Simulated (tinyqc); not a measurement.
Millisecond and nanosecond annealing: surface heating, thermal budget and solid-phase regrowth: one step, computed by the program tinyqc. Command: `OMP_NUM_THREADS=1 python tinyqc.py 3015857 3015858 out.jsonl flash walk`. One thread of a shared host (Intel(R) Xeon(R) Processor @ 2.30GHz), about 0.02 s of CPU time with the checks.

A square pulse heats the surface of a thick wafer with constant thermal properties; losses by radiation are neglected and silicon melts at 1414 C.

Question. Thermal budget. Absorbed flux q = (1 - R) fluence/t_p; kappa = k/c. With f(z, t) = (2 q/k) sqrt(kappa t) ierfc(z/(2 sqrt(kappa t))), ierfc(x) = exp(-x^2)/sqrt(pi) - x erfc(x): T = T0 + f(z, t) during the pulse and T0 + f(z, t) - f(z, t - t_p) after it. Temperatures in kelvin are T(C) + 273.15. Integrate exp(-E/(k_B T(t))) at the surface from 0 to 10 t_p (Gauss-Legendre, 60 points in sqrt(t) up to t_p and 60 in sqrt(t - t_p) after it). (Dt) = D0 x integral with E; regrowth = v0 x integral with E_v; effective time = integral/exp(-E/(k_B T_peak)).

Inputs (values chosen for the exercise, modelled on hot silicon with arsenic):
```
quantity,value,unit
incident fluence,114,J/cm^2
pulse length t_p,0.016,s
reflectance R,0.4,-
thermal conductivity k,0.29,W/(cm K)
heat capacity per volume c,2.36,J/(cm^3 K)
preheat temperature T0,500,C
wafer thickness d,775,um
dopant prefactor D0,10.3,cm^2/s
dopant activation energy E,3.98,eV
regrowth prefactor v0,4.6e+08,cm/s
regrowth energy E_v,2.72,eV
```

Source: flash lamp.

peak temperature = 1237.558 C

Constants: k_B = 8.617333262e-05 eV/K.

Give: budget (Dt); diffusion length 2 sqrt(Dt); effective time over t_p; possible regrowth.

Answer.

budget (Dt) = 1.112e-15 cm^2

diffusion length 2 sqrt(Dt) = 0.6668 nm

effective time over t_p = 0.1278

possible regrowth = 11501 nm

Caution: heat reaches the back of the wafer, which is no longer thick. Caution: equilibrium diffusivities are used; implant damage enhances diffusion, and k and c vary with temperature. Caution: the peak lies above 1150 C, and amorphous silicon melts some 200 to 250 K below the crystal, so a layer that has not regrown before the peak may melt instead.
